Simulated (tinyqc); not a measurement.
Changing the total dopant density N: dopants and charged point defects at anneal temperature: Fermi-level effect, clustering and pairing. Computed by tinyqc, a small Python program. Command: `OMP_NUM_THREADS=1 python tinyqc.py 3007494 3007495 out.jsonl pairing sweep`. One thread of a shared host (Intel(R) Xeon(R) Processor @ 2.30GHz), about 0.01 s of CPU time with the checks.

Boltzmann statistics and full ionisation of active dopants. Energies are counted from the valence band; the defect (a vacancy or self-interstitial) has five charge states, with all degeneracy factors one.

Inputs (values chosen for the exercise, with bands modelled on germanium):
```
quantity                                        value    unit
gap at 0 K E_g0                                 0.751      eV
Varshni alpha                                 0.00048    eV/K
Varshni beta                                      236       K
electron mass m_e                               0.222     m_0
valleys M_c                                         4       -
hole mass m_h                                   0.332     m_0
anneal temperature T                              750       K
formation enthalpy of the neutral defect H_f     2.46      eV
formation entropy S_f                             5.3     k_B
site density N_s                              2.7e+22   cm^-3
intrinsic dopant diffusivity D_i              1.6e-15  cm^2/s
anneal time t                                      10       s
```

Dopant: acceptor. Second part: pairing with a mobile impurity.

defect levels as fractions of E_g(T): (2+/+), (+/0), (0/-), (-/2-): 0.048  0.32  0.44  0.85

Constants: m_0 = 9.1093837015e-31 kg; k_B = 1.380649e-23 J/K; h = 6.62607015e-34 J s; k_B = 8.617333262e-05 eV/K.

Method:
- E_g = E_g0 - alpha T^2/(T + beta).
- N_c = 2 M_c (2 pi m_e k_B T/h^2)^(3/2) and N_v = 2 (2 pi m_h k_B T/h^2)^(3/2), masses in units of m_0.
- n_i = sqrt(N_c N_v) exp(-E_g/2 k_B T); E_i = E_g/2 + (k_B T/2) ln(N_v/N_c).
- No clustering: A = N.
- p = A/2 + sqrt(A^2/4 + n_i^2) for an active density A.
- chi = n/n_i (for acceptors n_i/p); E_F = E_i + k_B T ln chi; field enhancement h = 1 + A/sqrt(A^2 + 4 n_i^2).
- C_0 = N_s exp(S_f/k_B) exp(-H_f/k_B T). Ratios to the neutral state at E_F = E_i: r_+ = exp((E(+/0) - E_i)/k_B T), r_2+ = r_+ exp((E(2+/+) - E_i)/k_B T), r_- = exp((E_i - E(0/-))/k_B T), r_2- = r_- exp((E_i - E(-/2-))/k_B T); at other E_F state q scales as chi^(-q). The enhancement is sum r_q chi^(-q)/sum r_q. The charge on the defects is left out of neutrality.
- If every charge state of the defect carries the dopant equally well, D = D_i x enhancement x h x (active share A/N, a rough stand-in that overstates the dA/dN which immobile clusters call for), D_i being an input held fixed when T or H_f is moved; diffusion length 2 sqrt(D t).

One run for each value:
```
total dopant density N (cm^-3)  active density A (cm^-3)  enhancement over intrinsic       D/D_i  E_F (eV)  mean charge (e)
1.00e+17                                        1.00e+17                  9.8111e-01  1.0510e+00   0.20868          -0.2451
3.00e+17                                        3.00e+17                  9.5367e-01  1.1536e+00   0.19954          -0.1557
9.00e+17                                        9.00e+17                  9.4375e-01  1.4542e+00   0.17416           0.1046
3.00e+18                                        3.00e+18                  1.3578e+00  2.5883e+00   0.11595           0.6911
8.00e+18                                        8.00e+18                  3.3084e+00  6.5673e+00   0.05533           1.1856
2.00e+19                                        2.00e+19                  1.1551e+01  2.3074e+01  -0.00348           1.5423
7.00e+19                                        7.00e+19                  9.7735e+01  1.9545e+02  -0.08437           1.8326
2.00e+20                                        2.00e+20                  7.1232e+02  1.4246e+03  -0.15222           1.9365
7.00e+20                                        7.00e+20                  8.3324e+03  1.6665e+04  -0.23318           1.9812
2.00e+21                                        2.00e+21                  6.7192e+04  1.3438e+05  -0.30103           1.9934
```

What does the table show, and why?

Over the rows, active density A (cm^-3) rises from 1.00e17 to 2.00e21 (exponent d ln y / d ln x about 1.0 throughout); enhancement over intrinsic goes from 0.981 through a minimum among these rows, 0.944 at 9.00e17, to 67200; D/D_i rises from 1.05 to 134000 (exponent d ln y / d ln x 0.085 between the first rows and 2.0 between the last). The exponent of active density A stays at 1: no clustering. The enhancement falls while the mean charge has the sign that this doping suppresses and rises once it has changed sign.

Caution (rows 2.00e19, 7.00e19, 2.00e20, 7.00e20, 2.00e21): the carrier density exceeds the effective density of states, where Boltzmann statistics understate the shift of E_F and so the density of charged defects (gap narrowing, also left out, works the other way). Caution (rows 2.00e20, 7.00e20, 2.00e21): so large an enhancement assumes that highly charged defects carry the dopant as well as neutral ones; measured enhancements are far smaller.

Extremes, crossings and ranges named in words are read from the listed rows.
